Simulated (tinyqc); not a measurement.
Inside a calculation. Method: Ewald sum of point charges, bcc lattice in a neutralising background. Computed by tinyqc, a small Python program that keeps every step. Command: `OMP_NUM_THREADS=1 python tinyqc.py 29646 29647 out.jsonl` (the two numbers bound the seeds that draw the settings). One thread of a shared host (Intel(R) Xeon(R) Processor @ 2.60GHz), about 0.03 s of CPU time with the checks.

## Ewald sum with eta = 0.583 1/bohr

cell vectors (rows) (bohr):
```
          1         2         3
1  6.150000  0.000000  0.000000
2  0.000000  6.150000  0.000000
3  0.000000  0.000000  6.150000
```

Charges:
```
q               f1        f2        f3
2.000000  0.000000  0.000000  0.000000
2.000000  0.500000  0.500000  0.500000
```

Real space: 1/2 sum q_i q_j erfc(eta r)/r over all images with r > 0; reciprocal space: (2 pi/V) sum_(G != 0) exp(-G^2/4 eta^2)/G^2 |S(G)|^2 with S(G) = sum q exp(i G.r); self term -eta/sqrt(pi) sum q^2; background -pi Q^2/(2 V eta^2), Q the total charge.

Real-space shells (first ones):
```
r (bohr)   pairs  sum (hartree)
5.326056      16       0.000068
6.150000      12       1.55e-06
8.697413      24              0
10.198621     48              0
```

Reciprocal shells (first ones that count):
```
G^2 (1/bohr^2)  vectors  sum (hartree)
2.087563             12       0.535018
4.175125              6       0.028805
6.262688             24       0.016542
8.350250             12       0.001336
10.437813            24       0.000460
12.525375             8       0.000028
14.612938            48       0.000030
16.700501             6       7.18e-07
18.788063            36       8.25e-07
20.875626            24       1.07e-07
22.963188            24       2.09e-08
25.050751            24       4.12e-09
```

## The total does not depend on eta

The same sums for other eta.

Totals (hartree per cell):
```
eta           real  reciprocal       self  background        total
0.583000  0.000069    0.582220  -2.631380   -0.317890  -2.36698111
0.758000  6.83e-08    1.242316  -3.421246   -0.188051  -2.36698111
1.131000         0    2.822274  -5.104787   -0.084467  -2.36698111
```

shortest distance = 5.326056 bohr
